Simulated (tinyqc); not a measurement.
# Random telegraph noise from one oxide trap in a small MOSFET: time constants and noise against gate voltage

An acceptor-like trap exchanges electrons with the channel. Inversion charge Q = Cox u, u = n Vt W0(exp((Vg - VT)/(n Vt))), W0 the Lambert function, n = nf, Cox = eps0 eox/tox; linear regime Id = (W/L) mu Q Vd. Relative to threshold the surface potential rises by Vt ln(u/u0) and the oxide voltage by the rest of Vg - VT, with u0 = n Vt W0(1).

N = Cox u/q; dpsi = Vt ln(u/u0); E = E0 - dpsi - (xt/tox)(Vg - VT - dpsi); capture time tc = 1/[(N/zi) vth s0 exp(-xt/lt - EB/Vt)]; emission time te = tc exp(-E/Vt); occupancy te/(tc + te). A = W L; threshold step dV = q (1 - xt/tox)/(Cox A); gm/Id = 1/(u + n Vt); relative step dI/I = (gm/Id) dV + asc mu/A. fc = (1/tc + 1/te)/(2 pi); rms = (dI/I) sqrt(tc te)/(tc + te).

Parameters, values chosen for the exercise; values of the order met in silicon transistors: temperature T = 250 K; relative permittivity of the gate insulator (close to silicon dioxide) eox = 3.9; insulator thickness tox = 1.7 nm; depth of the trap from the channel interface xt = 0.28 nm; trap level above the channel Fermi level at threshold E0 = 0.18 eV; capture prefactor s0 = 4e-17 cm^2; capture barrier (lattice relaxation) EB = 0.54 eV; tunnelling decay length lt = 0.1 nm; thermal velocity vth = 1e7 cm/s; thickness of the inversion layer zi = 2.4 nm; threshold voltage VT = 0.24 V; body factor nf = 1.34; gate width W = 86 nm; gate length L = 27 nm; mobility mu = 180 cm^2/(V s); scattering coefficient of the charged trap asc = 0 V s; drain voltage Vd = 0.02 V.

Constants: q = 1.602176634e-19 C, kB = 1.380649e-23 J/K, Vt = kB T/q, eps0 = 8.8541878128e-14 F/cm where lengths are in cm. Results are converted to the units shown.

Result of one run:
```
E (eV)	tc (s)	te (s)	occupancy	dI/I (%)	fc (Hz)	rms dI/I (%)
-0.034576	76.271	379.64	0.83271	0.34878	0.0025059	0.13018
```

Which gate voltage Vg gave this result: 0.82, 0.94, 1.06, 1.12 or 1.18 V?

Vg = 1.12 V.

The whole series:
```
Vg (V)	E (eV)	tc (s)	te (s)	occupancy	dI/I (%)	fc (Hz)	rms dI/I (%)
0.7	0.047404	155.37	17.208	0.099715	0.68525	0.010273	0.20531
0.76	0.035076	135.62	26.621	0.16408	0.60352	0.0071520	0.22351
0.82	0.023025	120.22	41.289	0.25564	0.53875	0.0051785	0.23501
0.88	0.011196	107.90	64.167	0.37293	0.48624	0.0039554	0.23514
0.94	-4.5202e-4	97.814	99.888	0.50525	0.44285	0.0032204	0.22141
1	-0.011948	89.423	155.71	0.63521	0.40643	0.0028019	0.19565
1.06	-0.023317	82.335	243.01	0.74693	0.37545	0.0025879	0.16323
1.12	-0.034576	76.271	379.64	0.83271	0.34878	0.0025059	0.13018
1.18	-0.045740	71.026	593.61	0.89314	0.32559	0.0025089	0.10059
```

tc falls from 155 to 71.0 s as the channel fills and te rises from 17.2 to 594 s; they are equal at Vg = 0.938 V, where E = 0. The rms noise goes from 0.205 through a maximum of 0.235 (at Vg = 0.88 V among the rows listed) to 0.101 %. The slope -Vt d ln(tc/te)/dVg is 0.205 between the first two rows and 0.186 between the last two; it tends to xt/tox = 0.165 only when the surface potential stops moving.

Range of the model: VT is taken as given; short-channel effects and the uneven flow of current among few electrons are left out.

Program tinyqc, `OMP_NUM_THREADS=1 python tinyqc.py 2710104 2710105 out.jsonl`; Intel Xeon 2.30GHz, shared host, one thread, about 0.01 s.
